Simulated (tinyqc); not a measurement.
## MOS capacitor on a p-type substrate, surface potential from the exact charge relation: effect of the relative permittivity of the gate insulator on threshold and swing

Uniform p-type substrate, Boltzmann statistics, full ionisation, classical densities. psi is the surface potential against the body (positive when the bands bend down) and u = psi/Vt. Traps are spread evenly over the gap and neutral at flat band, so their charge is -q Dit psi; the minority quasi-Fermi level is shifted by Vb.

ni = sqrt(Nc Nv) exp(-Eg/(2 Vt)), Eg in volts; phiF = Vt ln(N/ni); Cox = eps0 eox/tox; Vfb = phiM - chi - (Eg - Vt ln(Nv/N)) - q Nf/Cox; VT = Vfb + [(2 phiF + Vb)(1 + q Dit/Cox) + sqrt(2 eps0 eps_r q N (2 phiF + Vb))/Cox]. gamma = sqrt(2 eps0 eps_r q N)/Cox; Wm = sqrt(2 eps0 eps_r (2 phiF + Vb)/(q N)); m = 1 + (eps0 eps_r/Wm + q Dit)/Cox; swing m Vt ln 10; Cmin/Cox = 1/(1 + Cox Wm/(eps0 eps_r)).

Inputs (values chosen for the exercise); band and dielectric values close to those of silicon: temperature T = 273 K; band gap Eg = 1.12 eV; relative permittivity eps_r = 11.6; conduction-band density of states at T Nc = 2.45e19 cm^-3; valence-band density of states at T Nv = 2.34e19 cm^-3; electron affinity chi = 4.1 eV; acceptor density of the substrate N = 1.4e15 cm^-3; insulator thickness tox = 29 nm; gate work function phiM = 4.13 eV; fixed charge at the interface, in units of q Nf = -7.2e10 cm^-2; density of interface traps Dit = 1.9e12 cm^-2 eV^-1; reverse bias of the inversion layer against the body Vb = 0 V.

Constants: q = 1.602176634e-19 C, kB = 1.380649e-23 J/K, Vt = kB T/q, eps0 = 8.8541878128e-14 F/cm where lengths are in cm. Results are converted to the units shown.

The same in every row: 2 phiF (V) = 0.6614; Wm (nm) = 778.3.

Results:

| eox | Vfb (V) | gamma (V^0.5) | VT (V) | m | swing (mV/decade) | Cmin/Cox |
|---|---|---|---|---|---|---|
| 3.9 | -0.7644 | 0.1803 | 1.735 | 3.667 | 198.7 | 0.09977 |
| 5 | -0.7857 | 0.1406 | 1.309 | 3.081 | 166.9 | 0.07957 |
| 7.5 | -0.8109 | 0.09374 | 0.8060 | 2.387 | 129.3 | 0.05449 |
| 9 | -0.8193 | 0.07812 | 0.6384 | 2.156 | 116.8 | 0.04583 |
| 15 | -0.8361 | 0.04687 | 0.3031 | 1.694 | 91.74 | 0.02801 |
| 30 | -0.8486 | 0.02344 | 0.05163 | 1.347 | 72.95 | 0.01420 |

Estimate the missing row, eox = 22.

Computed row:

| eox | Vfb (V) | gamma (V^0.5) | VT (V) | m | swing (mV/decade) | Cmin/Cox |
|---|---|---|---|---|---|---|
| 22 | -0.8441 | 0.03196 | 0.1431 | 1.473 | 79.78 | 0.01927 |

With this row back in the table: As eox goes from 3.9 to 30, VT falls from 1.73 to 0.0516 V, the swing falls from 199 to 73.0 mV/decade and Cmin/Cox falls from 0.0998 to 0.0142. Of the change of VT by -1.68 V, -0.0843 V comes from Vfb and -1.60 V from the band bending and the charge it takes. m - 1 goes as eox^(-1.00), that is as 1/Cox.

Computed by the program tinyqc: `OMP_NUM_THREADS=1 python tinyqc.py 2060131 2060132 out.jsonl`, one thread of a shared Intel Xeon 2.30GHz, about 0.01 s for the whole run.
